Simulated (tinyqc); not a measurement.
Leakage currents through a thin dielectric: one step, computed by the program tinyqc.

Electrons leave an electrode with Fermi energy E_F above its band bottom; barriers are counted from the Fermi level, and both electrodes are alike.

Problem. Transmission at the Fermi level. Field F = V/t; equivalent oxide thickness 3.9 t/k. WKB: a layer of mass m, field F and barrier b(x) = b_0 - e F x gives the exponent (4 sqrt(2 m)/(3 hbar e F)) [b_0^(3/2) - max(b_0 - e F t, 0)^(3/2)] for b_0 > 0; b_0 = barrier - (E - E_F); the transmission is D(E) = exp(-sum of exponents), without image force.

Inputs (values chosen for the exercise, modelled on HfO2):

| quantity | value | unit |
|---|---|---|
| barrier height phi_B | 1.54 | eV |
| tunnelling mass m | 0.17 | m_0 |
| thickness t | 11 | nm |
| voltage V | 4.8 | V |

Stack: single layer.

Constants: m_0 = 9.1093837015e-31 kg; e = 1.602176634e-19 C; hbar = 1.054571817e-34 J s.

Give: exponent of the dielectric; transmission D(E_F).

Solution.

exponent of the dielectric = 12.335

transmission D(E_F) = 4.3958e-06
